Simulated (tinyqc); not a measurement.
# FinFET, parasitic resistance, capacitance and delay: two studies

Nf fins under one contact; each has gated perimeter p = 2 Hf + Wf and cross-section A = Hf Wf; contact width Wc = Nf pf, stack height Hs = Hf. Contact length Lc = CPP - Lg - 2 Lsp, shared by two neighbouring gates. Source and drain sides are equal. The formulas are first-order estimates, not field solutions.

Parameters, values chosen for the exercise; values close to those of silicon logic devices: temperature T = 300 K; number of fins Nf = 2; fin height Hf = 35 nm; fin width Wf = 6 nm; fin pitch pf = 30 nm; contacted gate pitch CPP = 60 nm; gate length Lg = 16 nm; spacer length Lsp = 8 nm; relative permittivity of the spacer ks = 3.3; gate height above the channel stack Hc = 20 nm; contact resistivity rc = 1e-9 ohm cm^2; resistivity of the source-drain epitaxy re = 0.00064 ohm cm; current-carrying depth of the epitaxy te = 20 nm; resistivity of the extension rx = 0.00072 ohm cm; gate overlap Lov = 2 nm; inversion capacitance Cinv = 3.4 uF/cm^2; injection velocity vx = 1.4e7 cm/s; apparent mobility mu = 290 cm^2/(V s); threshold at zero drain voltage VT = 0.22 V; barrier lowering dl = 0.05 V/V; subthreshold factor n = 1.19; wire load Cw = 0.21 fF; supply voltage Vdd = 0.75 V.

Constants: q = 1.602176634e-19 C, kB = 1.380649e-23 J/K, eps0 = 8.8541878128e-12 F/m, Vt = kB T/q. Results are converted to the units shown.

Each table varies one quantity; the others keep the values above.

## Effect of the wire load

Epitaxy sheet resistance Rsh = re/te, transfer length LT = sqrt(rc/Rsh), contact Rc = [sqrt(rc Rsh)/Wc] coth(Lc/(2 LT)); extension of one fin Rx = rx Lsp/A. With N fins: gate Cg = Cinv p N Lg; per side, plate Cp = ks eps0 [Wc (Hs + Hc) - N A]/Lsp, top fringe Cf = (2/pi) ks eps0 Wc ln(1 + Lg/(2 Lsp)), overlap Co = Cinv p N Lov. One fin: I = p Q vx u/(1 + |u|^1.8)^(1/1.8), Q = Cinv n Vt ln(1 + exp((Vg' - VT + dl Vd')/(n Vt))), u = Vd' mu/(vx Lg), Vg' = Vgs - v, Vd' = Vds - 2 v, with the drop on each side v = Rc (sum of I) + Rx I. Ieff = [I(Vgs = Vdd, Vds = Vdd/2) + I(Vdd/2, Vdd)]/2, total currents. With Cs = Cp + Cf + Co, the load of an inverter of two such devices driving an equal one is CL = 2 (Cg + 2 Cs) + 4 Cs + Cw (own drains counted twice for the Miller effect); delay CL Vdd/(2 Ieff).

The same in every row: Rc (ohm) = 143.0; Rx/N (ohm) = 137.1; Ieff (uA) = 207.5.

Results:
```
Cw (fF),CL (aF),delay (ps)
0.02,358.4,0.6477
0.043,381.4,0.6893
0.2,538.4,0.9731
0.43,768.4,1.389
0.93,1268,2.292
2,2338,4.226
```

Estimate the missing row, Cw = 0.093 fF.

Computed row:
```
Cw (fF),CL (aF),delay (ps)
0.093,431.4,0.7797
```

With this row back in the table: As Cw goes from 0.02 to 2 fF, Ieff stays at 207 uA, CL rises from 358 to 2340 aF and the delay rises from 0.648 to 4.23 ps.

## Effect of the contacted gate pitch

Same model as above.

The same in every row: Rx/N (ohm) = 137.1; CL (aF) = 548.4.

Effect of the contacted gate pitch:
```
CPP (nm),Rc (ohm),Ieff (uA),delay (ps)
36,836.9,119.8,1.716
42,342.2,176.1,1.168
48,222.4,194.5,1.057
54,170.6,202.9,1.014
60,143.0,207.5,0.9911
66,126.5,210.3,0.9780
72,116.2,212.0,0.9698
78,109.4,213.2,0.9645
```

As CPP goes from 36 to 78 nm, Ieff rises from 120 to 213 uA, CL stays at 548 aF and the delay falls from 1.72 to 0.964 ps. Only the contact length changes, so the capacitance stays and the pitch acts through Rc. At CPP = 36 nm the contact is under 8 nm long, below what liners and fill allow.

Program tinyqc, `OMP_NUM_THREADS=1 python tinyqc.py 2170082 2170083 out.jsonl`; Intel Xeon 2.30GHz, shared host, one thread, about 0.02 s.
